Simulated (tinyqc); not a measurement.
Buckled dimers of a reconstructed (001) surface, two dangling bonds a dimer: sweeps and comparisons. A value that a table varies takes the place of the one given here.

In a dimer one atom moves up by z and the other down by z; the dangling bond of the up atom (more s-like) falls by gm z and that of the down atom rises by gm z. With all dimers tilted alike: H(k) = [[-gm z - 2 ta cos k, -tp - 2 tx cos k], [., gm z - 2 ta cos k]], k along the row in 1/a. Two electrons a dimer fill the lowest N of the 2N levels on the mesh k_j = (j + 1/2) pi/N. Total energy a dimer: W(z) = (2/N) sum of the filled levels + kf z^2. Repulsion between electrons is left out.

Values chosen for the exercise (of the size met on Si(001); the results hold for these values, not for the real material):
- tp = 0.44 eV (pi coupling inside a dimer)
- ta = 0.12 eV (coupling between like atoms along the row)
- tx = 0.01 eV (diagonal coupling along the row)
- gm = 1.94 eV/angstrom (shift of a dangling bond with height)
- kf = 5.8 eV/angstrom^2 (force constant of buckling)
- N = 16 (k points)

## Energy against buckling

W relative to z = 0; gap as lowest upper less highest lower level on 201 points from 0 to pi.

Per dimer (eV):

| z (angstrom) | band energy | elastic | W | gap |
|---|---|---|---|---|
| 0.00 | 0.0000 | 0.0000 | 0.0000 | 0.4000 |
| 0.05 | -0.0212 | 0.0145 | -0.0067 | 0.4212 |
| 0.10 | -0.0818 | 0.0580 | -0.0238 | 0.4819 |
| 0.15 | -0.1752 | 0.1305 | -0.0447 | 0.5753 |
| 0.20 | -0.2934 | 0.2320 | -0.0614 | 0.6936 |
| 0.30 | -0.5794 | 0.5220 | -0.0574 | 0.9796 |
| 0.40 | -0.9043 | 0.9280 | 0.0237 | 1.3045 |
| 0.50 | -1.2504 | 1.4500 | 0.1996 | 1.6506 |
| 0.60 | -1.6089 | 2.0880 | 0.4791 | 2.0091 |

W is lowest at z = 0.2 among these rows (-0.0614 eV). The band energy falls as z^2 at first and linearly, as -2 gm z, once gm z is far above tp, so the elastic term always wins at large z. The gap is open at all z.

## Strong pi bonds keep dimers flat

tp is varied; z minimises W on 0 to 1 angstrom; gap on 201 points; charge moved: the mean of gm z/sqrt((gm z)^2 + h^2) over the mesh, h the off-diagonal element.

Against tp:

| tp (eV) | z (angstrom) | gain (eV) | gap (eV) | charge moved (e) |
|---|---|---|---|---|
| 0.10 | 0.3304 | 0.3318 | 0.8181 | 0.988 |
| 0.20 | 0.3181 | 0.2908 | 0.8181 | 0.951 |
| 0.30 | 0.2966 | 0.1878 | 0.8182 | 0.887 |
| 0.45 | 0.2410 | 0.0611 | 0.8182 | 0.721 |
| 0.60 | 0.1277 | 0.0037 | 0.8184 | 0.382 |
| 0.80 | 0.0000 | 0.0000 | 1.1200 | 0.000 |
| 1.00 | 0.0000 | 0.0000 | 1.5200 | 0.000 |
| 1.30 | 0.0000 | 0.0000 | 2.1200 | 0.000 |
| 1.60 | 0.0000 | 0.0000 | 2.7200 | 0.000 |

Dimers buckle for tp up to 0.6 eV among these rows; for an isolated dimer the limit is gm^2/kf = 0.649 eV. While buckled, the splitting, on average over k, stays near 2 gm^2/kf = 1.298 eV whatever tp is, and beyond the limit it follows 2 tp; the gap is smaller by the width of the bands, about 4 ta = 0.48 eV.

## Tilting alike or in alternation

Alternation doubles the cell: sites L1, R1, L2, R2 with levels -gm z, +gm z, +gm z, -gm z, -tp inside a dimer, -2 ta cos k between L1-L2 and R1-R2, -2 tx cos k between L1-R2 and R1-L2, on k_j = (j + 1/2) pi/(2N); the lowest half of the levels is filled. Energies a dimer; gaps on these meshes.

Two patterns:

| z (angstrom) | W alike (eV) | W alternating (eV) | difference (meV) | gap alike (eV) | gap alternating (eV) |
|---|---|---|---|---|---|
| 0.05 | -0.8867 | -0.8903 | -3.7 | 0.4235 | 0.4451 |
| 0.10 | -0.9038 | -0.9151 | -11.3 | 0.4842 | 0.5577 |
| 0.15 | -0.9247 | -0.9428 | -18.2 | 0.5776 | 0.7065 |
| 0.20 | -0.9414 | -0.9640 | -22.5 | 0.6959 | 0.8733 |
| 0.30 | -0.9374 | -0.9627 | -25.3 | 0.9819 | 1.2310 |
| 0.40 | -0.8563 | -0.8806 | -24.3 | 1.3068 | 1.6029 |
| 0.50 | -0.6804 | -0.7026 | -22.2 | 1.6529 | 1.9809 |

The lowest W listed is -0.9414 eV for like tilts and -0.9640 eV for alternation; the difference at equal z runs from -25.3 to -3.7 meV. With alternation ta joins filled up atoms to empty down atoms and gains energy in second order, about 2 ta^2/(gm z) a dimer at large z, while tx does so for like tilts; here ta = 0.12 and tx = 0.01 eV. At z = 0.3 the gap is 0.982 eV alike and 1.231 eV alternating.

## What each parameter does

z minimises W on 0 to 1 angstrom; gain over flat dimers; gap on 201 points from 0 to pi. Each row changes one parameter from the base and keeps the others.

Results:

| case | z (angstrom) | gain (eV) | gap (eV) |
|---|---|---|---|
| base | 0.2459 | 0.0674 | 0.8182 |
| tp = 0.374 eV | 0.2733 | 0.1167 | 0.8182 |
| ta = 0.15 eV | 0.2459 | 0.0674 | 0.6982 |
| tx = 0.04 eV | 0.2465 | 0.0699 | 0.8250 |
| gm = 2.095 eV/angstrom | 0.2939 | 0.1327 | 1.0338 |
| kf = 5.22 eV/angstrom^2 | 0.2944 | 0.1097 | 0.9624 |

The largest shifts from the base row, up to three for each result and ties (the steps differ in size, so this ranks the rows, not the parameters). z (angstrom): kf +0.0485, gm +0.0480, tp +0.0275; unchanged at the printed digits by ta. gain (eV): gm +0.0653, tp +0.0492, kf +0.0423; unchanged at the printed digits by ta. gap (eV): gm +0.2156, kf +0.1441, ta -0.1200; unchanged at the printed digits by tp.

Computed by tinyqc, a small Python program: `OMP_NUM_THREADS=1 python tinyqc.py 1482353 1482354 out.jsonl` (the numbers bound the seed that draws the inputs); one thread of a shared host (Intel(R) Xeon(R) Processor @ 2.30GHz), about 0.03 s for the whole set of steps.
